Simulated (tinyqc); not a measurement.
# Tunnelling through a two-layer gate stack, WKB transmission and Tsu-Esaki current, step by step

Program tinyqc, `OMP_NUM_THREADS=1 python tinyqc.py 2540166 2540167 out.jsonl`; Intel Xeon 2.30GHz, shared host, one thread, about 0.06 s. Printed values are rounded.

Electrons leave the emitter at x = 0. Energies E (motion across the layers) are in eV from the emitter Fermi level; the collector Fermi level lies at -V and offers states at every E. No charge in the dielectric and no image force: F1 = V/(t1 + t2 eps1/eps2), F2 = F1 eps1/eps2; U = phi1 - F1 x in layer 1 and phi2 - F1 t1 - F2 (x - t1) in layer 2. With C = hbar^2/(2 m0), kappa = sqrt(m (U - E)/C) where U > E and 0 elsewhere; T(E) = exp(-S), S = 2 times the integral of kappa over x.

Values chosen for this exercise; layer 1 close to aluminium oxide, layer 2 close to zirconium oxide:
```
symbol  value  unit                                                        meaning
T         300     K                                                    temperature
Ef        3.3    eV              Fermi energy of the emitter above its band bottom
me          1    m0                            emitter mass in the supply function
phi1     2.57    eV  barrier of layer 1 above the emitter Fermi level at zero bias
m1       0.39    m0                                     tunnelling mass of layer 1
t1        0.7    nm                                           thickness of layer 1
eps1     8.88                                     relative permittivity of layer 1
phi2     1.41    eV                                barrier of layer 2 at zero bias
m2       0.26    m0                                     tunnelling mass of layer 2
t2        2.9    nm                                           thickness of layer 2
eps2       26                                     relative permittivity of layer 2
V         0.6     V                                  voltage across the dielectric
E        0.12    eV                                energy of the electron followed
nc          6                                                  cells in each layer
Ea      -0.77    eV                                   lower end of the energy grid
Eb        0.3    eV                                   upper end of the energy grid
nE         13                                            points of the energy grid
```

Constants: q = 1.602176634e-19 C, kB = 1.380649e-23 J/K, hbar = 1.054571817e-34 J s, m0 = 9.1093837015e-31 kg, Vt = kB T/q, hbar^2/(2 m0) = 0.0380998212 eV nm^2. Results are converted to the units shown.

Range of the model: A layer thinner than 0.8 nm holds only a few atomic planes, where an effective mass is a rough description.

## Fields and band edges

F1 = V/(t1 + t2 eps1/eps2), F2 = F1 eps1/eps2; U = phi1 - F1 x in layer 1 and phi2 - F1 t1 - F2 (x - t1) in layer 2. EOT = 3.9 (t1/eps1 + t2/eps2).

F1 = 3.54933 MV/cm
F2 = 1.21223 MV/cm
U at the end of layer 1 = 2.32155 eV
U at the start of layer 2 = 1.16155 eV
U at the end of layer 2 = 0.81 eV
EOT = 0.742432 nm

## WKB exponent by the midpoint rule

Cut each layer into nc equal cells, take U and kappa at the cell centres, and sum S = 2 sum kappa h.

```
cell   x (nm)   U (eV)  kappa (1/nm)
0     0.05833  2.54930       4.98667
1     0.17500  2.50789       4.94399
2     0.29167  2.46648       4.90094
3     0.40833  2.42507       4.85750
4     0.52500  2.38366       4.81367
5     0.64167  2.34225       4.76944
6     0.94167  1.13225       2.62827
7     1.42500  1.07366       2.55107
8     1.90833  1.01507       2.47146
9     2.39167  0.95648       2.38920
10    2.87500  0.89789       2.30400
11    3.35833  0.83930       2.21554
```

S = 20.9044
T(E) = 8.34322e-10

## WKB exponent in closed form

Each layer adds (2/F) sqrt(m/C) [G(u at its left edge) - G(u at its right edge)] to S, with u = U - E (0 where negative) and G(u) = (2/3) u^1.5. The slope follows from 1/d = -dS/dE.

S = 20.9037
T(E) = 8.34917e-10
energy d over which T(E) grows by a factor e = 0.10359 eV

The midpoint rule gives S = 20.904, so its T(E) is 0.071 % below this value. The band edge stays above E through the whole stack: direct tunnelling through a trapezoid.

## Current density on a coarse energy grid

J = J0 times the integral of T(E) N(E) dE, N = ln[(1 + exp(-E/Vt))/(1 + exp((-E - V)/Vt))], J0 = q^2 me m0 kB T/(2 pi^2 hbar^3) (times 1e-4 for A/cm^2 per eV), by Simpson's rule on nE equally spaced points from Ea to Eb.

```
point     E (eV)         T(E)           N       T(E) N
0      -0.770000  6.25699e-13     23.2076  1.45210e-11
1      -0.680833  1.17398e-12     23.1661  2.71965e-11
2      -0.591667  2.23759e-12     22.3418  4.99917e-11
3      -0.502500  4.33803e-12     19.4148  8.42221e-11
4      -0.413333  8.56734e-12     15.9877  1.36972e-10
5      -0.324167  1.72660e-11     12.5393  2.16504e-10
6      -0.235000  3.55808e-11     9.09032  3.23441e-10
7      -0.145833  7.51560e-11     5.64463  4.24228e-10
8      -0.056667  1.63190e-10     2.29785  3.74988e-10
9       0.032500  3.65550e-10    0.250340  9.15117e-11
10      0.121667  8.48465e-10  0.00899777  7.63429e-12
11      0.210833   2.05208e-9  2.87140e-4  5.89234e-13
12      0.300000   5.20981e-9  9.12473e-6  4.75381e-14
```

J0 = 4.18366e8 A/(cm^2 eV)
J = 0.0643826 A/cm^2

The integrand peaks at E = -0.146 eV among these points. A converged quadrature from -Ef to above the barrier gives 0.06602 A/cm^2; this grid is 2.5 % below that.
